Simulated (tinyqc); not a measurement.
# Hexagonal on-chip spiral inductor, lumped pi model: two studies

Outer diameter do = di + 2 n wd + 2 (n - 1) sp, mean da = (do + di)/2, fill p = (do - di)/(do + di), length l = 3.464 n da. L = 2.33 mu0 n^2 da/(1 + 3.82 p), mu0 = 4 pi 1e-7 H/m. Rs = rho l/(wd delta (1 - exp(-th/delta))), delta = sqrt(rho/(pi f mu0)). Cs = n wd^2 eps0 eo/hu across the coil. At each end Cox = l wd eps0 eo/(2 ho) leads to the substrate branch Rsi = 2 rs he/(l wd) in parallel with Csi = l wd eps0 11.7/(2 he). With one end grounded Y = 1/(Rs + i w L) + i w Cs + 1/[1/(i w Cox) + 1/(1/Rsi + i w Csi)], w = 2 pi f; Q = -Im Y/Re Y. Eddy currents in neighbouring turns and in the substrate are left out.

Parameters, values chosen for the exercise; values of the order met in silicon radio-frequency processes: number of turns n = 4.5; line width wd = 10 um; space between turns sp = 1.5 um; inner diameter di = 100 um; metal thickness th = 3 um; metal resistivity rho = 3 uohm cm; oxide below the coil ho = 9 um; oxide between coil and underpass hu = 1.5 um; relative permittivity of the oxide eo = 3.9; substrate resistivity rs = 1000 ohm cm; effective spreading depth in the substrate he = 80 um; frequency f = 1.5 GHz.

Constants: eps0 = 8.8541878128e-12 F/m. Results are converted to the units shown.

Each table varies one quantity; the others keep the values above.

## Quality factor against frequency

Apparent inductance Im(1/Y)/w; share of the loss Re(substrate branch)/Re Y.

Quality factor against frequency:
```
f (GHz)	Rs (ohm)	w L/Rs	Q	apparent inductance (nH)	loss in the substrate (%)
0.29	3.0951	2.3027	2.3016	3.9121	0.015679
0.47	3.3234	3.4755	3.4715	3.9139	0.035316
0.77	3.6357	5.2049	5.1898	3.9187	0.083290
1.3	4.0882	7.8149	7.7537	3.9331	0.20703
2.1	4.6553	11.086	10.870	3.9693	0.46961
3.4	5.4298	15.389	14.636	4.0679	1.0455
5.5	6.4826	20.851	18.309	4.3507	2.2592
9	7.9503	27.821	19.288	5.3634	4.7997
15	10.020	36.792	8.1327	15.700	9.9961
```

Read the table: what changes, and by how much?

Q goes from 2.30 through a maximum of 19.3 (at f = 9 GHz among the rows listed) to 8.13; the exact peak is 19.6 at 7.82 GHz and Q reaches zero at the self-resonance, 17.3 GHz. The share of the substrate rises from 0.0157 to 10.0 %, and the apparent inductance ends at 4.01 times L. At the peak the substrate takes 3.88 % of the loss. For f = 15 the coil is longer than 0.15 of a wavelength in the oxide, where one lumped section is rough.

## Effect of the oxide below the coil

Same model as above.

Peak Q and its frequency from a search over f; self-resonance where Im Y = 0; Q at the given f (negative beyond resonance).

The same in every row: L (nH) = 3.911; do (um) = 200.5.

Results:
```
ho (um)	peak Q	f of the peak (GHz)	self-resonance (GHz)	Q at f
1	18.48	7.174	16.10	8.580
2	18.65	7.267	16.26	8.585
5	19.10	7.521	16.73	8.595
7	19.37	7.674	17.01	8.601
10	19.73	7.882	17.40	8.608
15	20.24	8.182	17.96	8.616
```

Estimate the missing row, ho = 3 um.

Computed row:
```
ho (um)	peak Q	f of the peak (GHz)	self-resonance (GHz)	Q at f
3	18.81	7.355	16.42	8.588
```

With this row back in the table: As ho goes from 1 to 15, L stays at 3.91 nH, the peak Q rises from 18.5 to 20.2, its frequency rises from 7.17 to 8.18 GHz and the self-resonance rises from 16.1 to 18.0 GHz.

Program tinyqc, `OMP_NUM_THREADS=1 python tinyqc.py 2302039 2302040 out.jsonl`; Intel Xeon 2.30GHz, shared host, one thread, about 0.01 s.
